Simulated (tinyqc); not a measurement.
Keating valence-force model of a tetrahedral crystal: one step, computed by the program tinyqc.

Atom A sits at 0 and atom B at a/4 (1,1,1) of an fcc lattice; the four bonds from A are t = a/4 (1,1,1), a/4 (1,-1,-1), a/4 (-1,1,-1), a/4 (-1,-1,1), of length d = sqrt(3) a/4. Energy: E = (3 alpha/(8 d^2)) sum over bonds (r.r - d^2)^2 + (3 beta/(8 d^2)) sum over pairs of bonds at one atom (r_i.r_j + d^2/3)^2, with beta_A for the six pairs at A and beta_B for the six at B. The cell holds two atoms, Omega = a^3/4. 1 N/m = 1 J/m^2. With constants fitted to the elastic moduli this model puts optical and zone-boundary frequencies of real crystals too high, by up to about 20 % in elemental crystals and up to about 50 % in compounds, and mostly by more for TA modes; in compounds the lattice part of the static dielectric constant then comes out too low.

Problem. Frequencies at the zone boundary. With displacements u exp(i q.r), each bracket changes by g.u, where g = (g_A, g_B): bond t, g = (-2 t, 2 t exp(i q.t)); pair (i, j) at A, g = (-(t_i + t_j), t_i exp(i q.t_j) + t_j exp(i q.t_i)); pair at B, g = (-t_i exp(-i q.t_j) - t_j exp(-i q.t_i), t_i + t_j). Then D_mn = sum over the 4 bonds and 12 pairs of (4 k/a^2) conj(g_m) g_n / sqrt(M_m M_n), with k = alpha or beta converted to eV/angstrom^2. Only the short-range forces enter; the Coulomb field of the charges is left out. An eigenvalue lambda of D in eV/(angstrom^2 u) gives nu = 15.6333042 THz x sqrt(lambda).

Inputs (values chosen for the exercise, modelled on zinc selenide): mass M_A = 65.38 u; mass M_B = 78.97 u; bond stretching alpha = 34.8 N/m; bond bending beta_A = 4.43 N/m; bond bending beta_B = 4.43 N/m.

Structure: zinc blende.

Constants: nu for 1 eV/(angstrom^2 u) = 15.6333042 THz; 1 eV/angstrom^2 = 16.02176634 J/m^2.

Give: Frequencies (THz) at points given in 2 pi/a.

Solution.

Frequencies (THz) at points given in 2 pi/a:
```
point                nu 1    nu 2    nu 3    nu 4    nu 5    nu 6
X (1, 0, 0)        2.7351  2.7351  5.8081  6.3833  7.7099  7.7099
L (0.5, 0.5, 0.5)  1.9347  1.9347  5.1521  6.7858  7.9486  7.9486
W (1, 0.5, 0)      3.0360  3.0567  5.5056  6.0508  7.8104  7.8639
K (0.75, 0.75, 0)  2.5272  3.2834  5.4416  6.2351  7.7806  7.8723
```

At X the two longitudinal modes are split (5.81 and 6.38 THz) because each moves one sublattice alone.
